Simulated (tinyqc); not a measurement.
Cabrera-Mott growth of a thin oxide under its own electric field: one step, computed by the program tinyqc.

Electrons cross the film freely and set a fixed potential V across it; the field V/x lowers the barrier for ions entering the oxide.

Question. Limiting thickness. Growth counts as stopped when u exp(X1/x) falls to 1e-5 angstrom/s: x_L = X1/ln(1e-5/u), defined while u is below that rate; the critical temperature is T_c = W/(k_B ln(u0/1e-5)).

Inputs (values chosen for the exercise, for a model metal): barrier W = 1.55 eV; prefactor u0 = N Omega nu = 1.5e+12 angstrom/s; temperature T = 250 K.

Backward hops: kept.

u = 8.500931e-20 angstrom/s

X1 = 367.6311 angstrom

Constants: k_B = 8.617333262e-05 eV/K.

Give: limiting thickness x_L; critical temperature T_c.

Answer.

limiting thickness x_L = 11.35 angstrom

critical temperature T_c = 454.8 K
